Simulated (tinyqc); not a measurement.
From a target wavelength to the width: optical transitions of a finite quantum well. Two cases, with inputs chosen for the exercise.

Problem. Which width puts the e1-hh1 edge, hc/(Eg + e1 + hh1), at the wavelength below?

Each carrier sees a square well of width L with its own depth V and masses m (inside), mb (outside); c = hbar^2/2m0, k = sqrt(m E/c), kappa = sqrt(mb (V - E)/c), and level n solves k L + 2 atan[(k/m)/(kappa/mb)] = n pi. The envelope is cos(kz) for odd n and sin(kz) for even n inside, joins exp(-kappa (|z| - L/2)) outside, and is normalised to 1. Excitons and band mixing are left out.

Constants: hbar^2/2m0 = 3.80998211 eV angstrom^2; hc = 1239.841984 eV nm.

Find: e1 + hh1 needed; L; e1; hh1.

Method. Both confinement energies fall steadily with L, so their sum meets the target once; bisection in L finds it.

Case 1.

Values chosen (near those of an InGaAs well in InP; not measured data): Eg = 0.804 eV (gap of the well); Vc = 0.242 eV (conduction offset); Vv = 0.323 eV (valence offset); me = 0.0419 m0 (electron, well); meb = 0.08 m0 (electron, barrier); mh = 0.381 m0 (heavy hole along z, well); mhb = 0.504 m0 (heavy hole, barrier).

edge wavelength = 1477.363 nm

Solution.

e1 + hh1 needed = 35.2 meV
L = 121.0 angstrom
e1 = 29.7 meV
hh1 = 5.5 meV

Case 2.

Values chosen (near those of a GaAs well in AlGaAs; not measured data): Eg = 1.532 eV (gap of the well); Vc = 0.219 eV (conduction offset); Vv = 0.115 eV (valence offset); me = 0.0687 m0 (electron, well); meb = 0.0894 m0 (electron, barrier); mh = 0.333 m0 (heavy hole along z, well); mhb = 0.417 m0 (heavy hole, barrier).

edge wavelength = 793.228 nm

Solution.

e1 + hh1 needed = 31.0 meV
L = 112.0 angstrom
e1 = 24.8 meV
hh1 = 6.2 meV

Computed by tinyqc, one run a case: `OMP_NUM_THREADS=1 python tinyqc.py N N+1 out.jsonl` with N = 1280793, 1280832; one thread of a shared Intel(R) Xeon(R) Processor @ 2.30GHz, about 0.07 s a run at most.
